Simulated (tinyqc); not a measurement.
# Worked calculation: MOS structure on a p-type body, non-linear Poisson equation by Newton steps

Computed by the program tinyqc: `OMP_NUM_THREADS=1 python tinyqc.py 2080031 2080032 out.jsonl`, one thread of a shared Intel Xeon 2.30GHz, about 0.5 s for the whole run. Printed values are rounded; ~0 in a residual or rate marks an entry under 1e-11 of the largest of its column.

One dimension, insulator interface at x = 0, acceptor density Na, uniform, net doping C = -(acceptor density). psi is counted from the intrinsic level: n = ni exp((psi - Vb)/Vt), p = ni exp(-psi/Vt); deep in the body psi_b = -Vt ln(Na/ni). The gate acts through Cox = eps0 eox/tox and has the potential psi_G = Vg - (phiM - chi - Vt ln(Nc/ni)). Boltzmann statistics, full ionisation, classical densities, no oxide or interface charge.

Values chosen for this exercise; band and dielectric values those of a made-up semiconductor:
- T = 300 K (temperature)
- Eg = 1.22 eV (band gap)
- eps_r = 11.3 (relative permittivity)
- Nc = 2.9e19 cm^-3 (conduction-band density of states at T)
- Nv = 2.81e19 cm^-3 (valence-band density of states at T)
- chi = 5.02 eV (electron affinity)
- Na = 4.4e17 cm^-3 (acceptor density deep in the body)
- eox = 3.9 (relative permittivity of the gate insulator (close to silicon dioxide))
- tox = 9.8 nm (insulator thickness)
- phiM = 5.47 eV (gate work function)
- Vb = 0 V (electron quasi-Fermi potential against the body)
- Vg = 1.77 V (gate voltage against the body)

Constants: q = 1.602176634e-19 C, kB = 1.380649e-23 J/K, Vt = kB T/q, eps0 = 8.8541878128e-14 F/cm where lengths are in cm. Results are converted to the units shown.

Range of the model: On a fine mesh the surface electron density exceeds 0.3 Nc, so degeneracy and confinement would lower the charge and push it away from the interface.

## Scales and end potentials

ni = sqrt(Nc Nv) exp(-Eg/(2 Vt)), Eg in volts; Cox, psi_G and psi_b as defined.

ni = 1.614370e9 cm^-3
Cox = 0.3523605 uF/cm^2
psi_G = 1.930408 V
psi_b = -0.5021322 V

## Net doping on the mesh

x, node 0 to 15 (nm): [0, 0.4, 0.951, 1.71, 2.76, 4.2, 6.18, 8.91, 12.7, 17.9, 25, 34.9, 48.4, 67.1, 92.8, 128]

C = -(Na), taken at the nodes.

net doping C, node 0 to 15 (cm^-3): [-4.4e17, -4.4e17, -4.4e17, -4.4e17, -4.4e17, -4.4e17, -4.4e17, -4.4e17, -4.4e17, -4.4e17, -4.4e17, -4.4e17, -4.4e17, -4.4e17, -4.4e17, -4.4e17]

## Couplings between neighbouring nodes

a_i = eps0 eps_r/h_i for the interval from node i to i + 1, with h_i = x_(i+1) - x_i in cm.

coupling a_i, interval 0 to 14 (F/cm^2): [2.501308e-5, 1.815832e-5, 1.318212e-5, 9.528793e-6, 6.948078e-6, 5.053148e-6, 3.664920e-6, 2.639903e-6, 1.924083e-6, 1.409188e-6, 1.010630e-6, 7.411283e-7, 5.350392e-7, 3.893086e-7, 2.842396e-7]

## Starting potential

-Vt ln(-C_i/ni) on every node but the last, which holds psi_b.

psi at the start, node 0 to 15 (V): [-0.5021322, -0.5021322, -0.5021322, -0.5021322, -0.5021322, -0.5021322, -0.5021322, -0.5021322, -0.5021322, -0.5021322, -0.5021322, -0.5021322, -0.5021322, -0.5021322, -0.5021322, -0.5021322]

## Iteration 1: densities, residual and Jacobian diagonal

n_i = ni exp((psi_i - Vb)/Vt), p_i = ni exp(-psi_i/Vt), rho_i = p_i - n_i + C_i, g_i = (n_i + p_i)/Vt. Box widths w_i = (h_(i-1) + h_i)/2 in cm. Residual F_i = a_i (psi_(i+1) - psi_i) - a_(i-1) (psi_i - psi_(i-1)) + q rho_i w_i; Jacobian: a_(i-1) and a_i beside the diagonal, b_i = -a_(i-1) - a_i - q g_i w_i on it. Node 0 is free: w_0 = h_0/2, F_0 = a_0 (psi_1 - psi_0) + Cox (psi_G - psi_0) + q rho_0 w_0, b_0 = -a_0 - Cox - q g_0 w_0, with Cox = eps0 eox/tox, psi_G = Vg - (phiM - chi - Vt ln(Nc/ni)). The last node is fixed.

n, node 0 to 15 (cm^-3): [5.923163, 5.923163, 5.923163, 5.923163, 5.923163, 5.923163, 5.923163, 5.923163, 5.923163, 5.923163, 5.923163, 5.923163, 5.923163, 5.923163, 5.923163, 5.923163]
p, node 0 to 15 (cm^-3): [4.4e17, 4.4e17, 4.4e17, 4.4e17, 4.4e17, 4.4e17, 4.4e17, 4.4e17, 4.4e17, 4.4e17, 4.4e17, 4.4e17, 4.4e17, 4.4e17, 4.4e17, 4.4e17]
residual F, node 0 to 14 (C/cm^2): [8.571310e-7, ~0, ~0, ~0, ~0, ~0, ~0, ~0, ~0, ~0, ~0, ~0, ~0, ~0, ~0]
diagonal b, node 0 to 14 (F/cm^2): [-2.541998e-5, -4.330106e-5, -3.151905e-5, -2.295756e-5, -1.681637e-5, -1.246753e-5, -9.360252e-6, -7.193792e-6, -5.789727e-6, -5.010313e-6, -4.737681e-6, -4.942229e-6, -5.666474e-6, -6.978062e-6, -8.976953e-6]

## Iteration 1: Newton step

Solve the tridiagonal system a_(i-1) d_(i-1) + b_i d_i + a_i d_(i+1) = -F_i for nodes 0 to 14, with d = 0 on fixed nodes. Each component d is damped to sign(d) Vt ln(1 + |d|/Vt) before it is added.

Newton step d, before damping, node 0 to 14 (V): [0.4245140, 0.3971524, 0.3622978, 0.3191948, 0.2678282, 0.2104694, 0.1510229, 0.0955217, 0.0506368, 0.0213117, 0.0066342, 0.0013840, 0.0001823, 0.0000140, 0.0000006]
psi after iteration 1, node 0 to 15 (V): [-0.4282556, -0.4298760, -0.4320990, -0.4351421, -0.4393092, -0.4449268, -0.4524174, -0.4621524, -0.4740891, -0.4865890, -0.4962269, -0.5007840, -0.5019505, -0.5021182, -0.5021316, -0.5021322]

## Iteration 2: densities, residual and Jacobian diagonal

As before.

n, node 0 to 15 (cm^-3): [103.1870, 96.91800, 88.93218, 79.05648, 67.28748, 54.14552, 40.52525, 27.80892, 17.52498, 10.80606, 7.443187, 6.240255, 5.964939, 5.926374, 5.923302, 5.923163]
p, node 0 to 15 (cm^-3): [2.525697e16, 2.689069e16, 2.930539e16, 3.296620e16, 3.873220e16, 4.813310e16, 6.431032e16, 9.371785e16, 1.487129e17, 2.411786e17, 3.501446e17, 4.176418e17, 4.369184e17, 4.397616e17, 4.399897e17, 4.4e17]
residual F, node 0 to 14 (C/cm^2): [7.892409e-7, -2.984019e-9, -4.057406e-9, -5.491295e-9, -7.328824e-9, -9.555678e-9, -1.200221e-8, -1.392000e-8, -1.351730e-8, -9.121209e-9, -3.261008e-9, -4.500873e-10, -2.009171e-11, -2.929515e-13, -1.354835e-15]
diagonal b, node 0 to 14 (F/cm^2): [-2.536857e-5, -4.317932e-5, -3.135234e-5, -2.272940e-5, -1.650676e-5, -1.205224e-5, -8.811929e-6, -6.494169e-6, -4.978267e-6, -4.252513e-6, -4.264334e-6, -4.780108e-6, -5.635725e-6, -6.974782e-6, -8.976758e-6]

## Iteration 2: Newton step

As before.

Newton step d, before damping, node 0 to 14 (V): [0.7245318, 0.7032758, 0.6744671, 0.6356995, 0.5838777, 0.5163740, 0.4306600, 0.3267831, 0.2112843, 0.1053339, 0.0358552, 0.0076429, 0.0010089, 0.0000775, 0.0000034]
psi after iteration 2, node 0 to 15 (V): [-0.3411810, -0.3435442, -0.3468095, -0.3513248, -0.3576006, -0.3662515, -0.3781904, -0.3946000, -0.4167946, -0.4445995, -0.4737353, -0.4940882, -0.5009608, -0.5020408, -0.5021282, -0.5021322]

## Course of the Newton iteration

Stop when the largest undamped |d| is below 1e-9 V, or after 80 iterations.

Course of the iteration:
```
iteration  largest |F| (C/cm^2)  largest |d| (V)  at node
1                       8.57e-7            0.425        0
2                       7.89e-7            0.725        0
3                       7.40e-7            0.900        0
4                       6.95e-7            0.923        0
5                       6.52e-7            0.878        0
6                       6.10e-7            0.803        0
7                       5.68e-7            0.718        0
8                       5.27e-7            0.632        0
9                       4.85e-7            0.549        0
...                         ...              ...      ...
12                      3.60e-7            0.308        0
13                      3.16e-7            0.175        0
14                      2.58e-7           0.0691        9
15                      1.48e-7           0.0414        9
16                      2.73e-8           0.0171        9
17                      5.57e-9          3.97e-3        9
18                     4.50e-10          2.77e-4        9
19                     3.41e-12          1.48e-6        9
20                     1.22e-16         4.23e-11        9
```

Converged in 20 iterations. Once the step is below 0.1 Vt, 2 more iteration(s) reach the threshold: near the solution the error is roughly squared each time.

## Converged densities and sheet charges

converged psi, node 0 to 15 (V): [0.5787544, 0.5608619, 0.5381897, 0.5087222, 0.4694894, 0.4173050, 0.3480267, 0.2570482, 0.1394508, -0.0054274, -0.1724759, -0.3461118, -0.4718646, -0.4997101, -0.5020270, -0.5021322]

n and p as above; box widths w_i (half boxes at both ends); band bending psi_0 - psi_b; N_inv = sum w n; N_dep = -sum w (p + C); centroid sum w n x/N_inv; gate charge Cox (psi_G - psi_0)/q.

n, node 0 to 15 (cm^-3): [8.524108e18, 4.266475e18, 1.774976e18, 5.677530e17, 1.244738e17, 1.653555e16, 1.133951e15, 3.359098e13, 3.553647e11, 1.308663e9, 2.044255e6, 2475.029, 19.09974, 6.504926, 5.947324, 5.923163]
p, node 0 to 15 (cm^-3): [0.3057436, 0.6108537, 1.468297, 4.590362, 20.93768, 157.6115, 2298.328, 77586.05, 7.333850e6, 1.991493e9, 1.274886e12, 1.052995e15, 1.364517e17, 4.006489e17, 4.382125e17, 4.4e17]
band bending = 1.080887 V
N_inv = 5.595699e11 cm^-2
N_dep = 2.412882e12 cm^-2
centroid of the electrons = 0.6003254 nm
gate charge over q = 2.972639e12 cm^-2

N_inv + N_dep is within 0.01 % of the gate charge. A mesh of about 600 nodes or more gives a band bending of 1.083 V and N_inv = 5.641e11 cm^-2; this mesh is 0.80 % below the latter.
